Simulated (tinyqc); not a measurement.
The diagram with and without ligand: potential-pH (Pourbaix) lines of a metal, its cation, its oxide and an oxyanion, with a complexing ligand. Computed by tinyqc, a small Python program. Command: `OMP_NUM_THREADS=1 python tinyqc.py 3013013 3013014 out.jsonl pourb walk`. One thread of a shared host (Intel(R) Xeon(R) Processor @ 2.30GHz), about 0.01 s of CPU time with the checks.

Potentials are against the standard hydrogen electrode; solids and water have unit activity; dG_f of M, H+ and the electron is zero; F = e N_A and s = R T ln(10)/F. The cation carries z = 3.

Inputs (values chosen for the exercise, modelled on gallium):
```
quantity                                      value    unit
dG_f of the cation                           -157.3  kJ/mol
dG_f of the oxide                           -996.15  kJ/mol
dG_f of the oxyanion                        -525.41  kJ/mol
dG_f of water                               -237.14  kJ/mol
temperature T                                298.15       K
log10 of the dissolved activity a                -6       -
log10 of the stability constant beta of ML      8.4       -
pKa of HL                                       8.9       -
total ligand c_L                               0.11   mol/L
```

Species: M, M3+, M2O3, MO2(-).

Constants: R = 8.314462618 J/(mol K); e = 1.602176634e-19 C; N_A = 6.02214076e+23 1/mol.

Method. M3+ + 3e = M; (1/2) M2O3 + 3H+ + 3e = M + (3/2) H2O; MO2(-) + 4H+ + 3e = M + 2H2O. For each, E0 = -dG/(z F), and E = E0 + (s/z) log10 a - (s n_H/z) pH, with no activity term for the oxide. The free ligand is c_L/(1 + 10^(pKa - pH)) (ligand in excess); dissolved metal is a in all, so the free cation is a/alpha, alpha = 1 + beta [L]; the cation line drops by (s/z) log10 alpha.

E0 (V): cation -0.543433, oxide -0.491836, oxyanion -0.176642

s = 0.0591593 V

Lines against the metal (V); the species with the lowest line is stable above it:
```
pH    cation    oxide  oxyanion  stable above  cation with ligand  stable above, ligand
0   -0.66175  -0.4918   -0.2950        cation            -0.66204             dissolved
2   -0.66175  -0.6102   -0.4527        cation            -0.67459             dissolved
4   -0.66175  -0.7285   -0.6105         oxide            -0.71189                 oxide
5   -0.66175  -0.7876   -0.6894         oxide            -0.73159                 oxide
6   -0.66175  -0.8468   -0.7682         oxide            -0.75130                 oxide
7   -0.66175  -0.9060   -0.8471         oxide            -0.77092                 oxide
8   -0.66175  -0.9651   -0.9260         oxide            -0.78973                 oxide
9   -0.66175  -1.0243   -1.0049         oxide            -0.80349                 oxide
10  -0.66175  -1.0834   -1.0838      oxyanion            -0.80784              oxyanion
12  -0.66175  -1.2017   -1.2415      oxyanion            -0.80849              oxyanion
14  -0.66175  -1.3201   -1.3993      oxyanion            -0.80849              oxyanion
```

What follows from these numbers?

Without ligand the oxide holds 6 of the eleven rows (pH 4 to 9), with it 6 (pH 4, 5, 6, 7, 8, 9). The ligand acts once beta [L] exceeds 1, from pH = pKa - log10(beta c_L) = 1.5 on; its line then falls by at most s/z per pH unit and flattens beyond pKa, 0.147 V below the free cation at most. The oxide line falls faster, by s per pH unit.

Extremes, crossings and ranges named in words are read from the listed rows.
